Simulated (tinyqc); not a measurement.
# Single-band model of a thermoelectric material, step by step

A worked calculation. Computed by tinyqc, a small Python program that keeps every step. Command: `OMP_NUM_THREADS=1 python tinyqc.py 3000945 3000946 out.jsonl thermo walk`. One thread of a shared host (Intel(R) Xeon(R) Processor @ 2.30GHz), about 0.01 s of CPU time with the checks. Intermediate numbers are printed to about 6 digits and carried at full precision; extremes and crossings named in words are read from the listed rows.

One spherical band, one scattering law, no minority carriers and no phonon drag. In a real material minority carriers limit |S| to about E_g/(2 e T), so larger values are formal. eta = E_F/(k_B T) is counted from the band edge; f = 1/(1 + exp(x - eta)).

Inputs (values chosen for the exercise, for a model material):
```
quantity                                value        unit
density-of-states mass m                 0.26         m_0
mobility parameter mu_300                 990  cm^2/(V s)
temperature exponent p                    0.5           -
lattice thermal conductivity kappa_L      1.2     W/(m K)
carrier density n                     7.5e+18      1/cm^3
temperature T                             690           K
```

Band: parabolic. Scattering: constant relaxation time, r = 0.

Constants: m_0 = 9.1093837015e-31 kg; k_B = 1.380649e-23 J/K; hbar = 1.054571817e-34 J s; k_B = 8.617333262e-05 eV/K; e = 1.602176634e-19 C.

## Fermi level

With x = E/(k_B T), a = alpha k_B T (0 for a parabolic band), G = x (1 + a x), D = 1 + 2 a x and <y> = int y f (1 - f) dx, f = 1/(1 + exp(x - eta)): tau = tau_0 G^r/D; transport function s = G^(3/2 + r)/D^2; n = N_0 <G^(3/2)> with N_0 = (2 m k_B T)^(3/2)/(3 pi^2 hbar^3). Integrals over x = E/(k_B T) use 160 Gauss-Legendre points in u = sqrt(x) from 0 to sqrt(max(eta, 0) + 32). Solve for eta.

N_0 = 8.72946e+18 1/cm^3

reduced Fermi level eta = -0.210009

## Transport integrals

The formulas are those given above.

<s> = 0.859159

<x s> = 2.39040

<x^2 s> = 8.85644

<G^(3/2)> = 0.859159

<G^(3/2 + 2r)/D^4> = 0.859159

## Coefficients

sigma = e mu_0 N_0 <s> with mu_0 = e tau_0/m = mu_300 (T/300 K)^(-p); |S| = (k_B/e)(<x s>/<s> - eta); Lorenz number L = (k_B/e)^2 (<x^2 s>/<s> - (<x s>/<s>)^2); kappa_e = L sigma T; zT = S^2 sigma T/(kappa_L + kappa_e). Hall factor r_H = <G^(3/2)> <G^(3/2 + 2r)/D^4>/<s>^2; drift mobility sigma/(n e) with n = N_0 <G^(3/2)>; power factor S^2 sigma.

conductivity sigma = 784.410 S/cm

Seebeck coefficient |S| = 257.853 microvolt/K

Lorenz number L = 1.90644 1e-8 V^2/K^2

drift mobility = 652.787 cm^2/(V s)

Hall factor r_H = 1

power factor = 52.1542 microwatt/(cm K^2)

kappa_e = 1.03185 W/(m K)

zT = 1.61240

L is 78 % of the degenerate value pi^2/3 (k_B/e)^2 = 2.443; the classical limit for this r is (r + 5/2)(k_B/e)^2 = 1.856. The charge carriers transport 46 % of the heat.

## Limiting formulas for the Seebeck coefficient

Classical: |S| = (k_B/e)[r + 5/2 - ln(n/N_c)], N_c = (3 sqrt(pi)/4) N_0. Degenerate (Mott): |S| = (pi^2/3)(k_B/e)(r + 3/2)/eta_F, eta_F = (n/N_0)^(2/3).

Seebeck coefficients:
```
formula        |S| (microvolt/K)  deviation (%)
full integral            257.853         0.0000
classical                253.047        -1.8642
degenerate               470.537        82.4822
```

At eta = -0.21 the classical formula is the closer one, off by 1.9 %; the other is out of its range.

## Best doping

Quality factor B = (k_B/e)^2 e mu_0 N_0 T/kappa_L; zT and the power factor are maximised over eta between -8 and 30.

quality factor B = 0.389837

eta of the largest zT = -0.510647

density of the largest zT = 5.83660e+18 1/cm^3

largest zT = 1.63367

|S| at the largest zT = 278.415 microvolt/K

eta of the largest power factor = 2.47390

density of the largest power factor = 4.13537e+19 1/cm^3

largest power factor = 72.9909 microwatt/(cm K^2)

The sample is overdoped by a factor 1.28 and reaches 99 % of the best zT. zT peaks at a density 7.09 times lower than the power factor, because kappa_e grows with n.

## Against the Fermi level

The formulas are those given above.

The same material at other dopings:
```
eta   n (1/cm^3)  |S| (microvolt/K)  sigma (S/cm)  power factor (microwatt/(cm K^2))       zT
-4   2.11180e+17            560.819   2.20869e+01                             6.9467  0.39023
-3   5.67848e+17            475.815   5.93900e+01                            13.4459  0.72695
-2   1.50044e+18            392.692   1.56927e+02                            24.1994  1.19085
-1   3.80388e+18            314.015   3.97840e+02                            39.2291  1.57668
0    8.87909e+18            244.167   9.28646e+02                            55.3637  1.57395
1    1.82844e+19            187.590   1.91233e+03                            67.2951  1.22265
2    3.27677e+19            145.450   3.42710e+03                            72.5028  0.83116
4    7.55630e+19             94.026   7.90298e+03                            69.8695  0.36910
6    1.32831e+20             67.131   1.38925e+04                            62.6077  0.18794
10   2.79489e+20             41.741   2.92312e+04                            50.9294  0.07181
```

|S| falls and sigma rises with eta, so their product S^2 sigma peaks: among these rows at eta = 2, and zT at eta = -1, where |S| = 314 microvolt/K. zT stays above 90 % of its best row from n = 3.8e18 to 8.9e18 per cm^3.

Checks made by the program: |S| against (k_B/e)[(r + 5/2) F_(r+3/2)/((r + 3/2) F_(r+1/2)) - eta] by adaptive quadrature (relative difference below 1e-10).
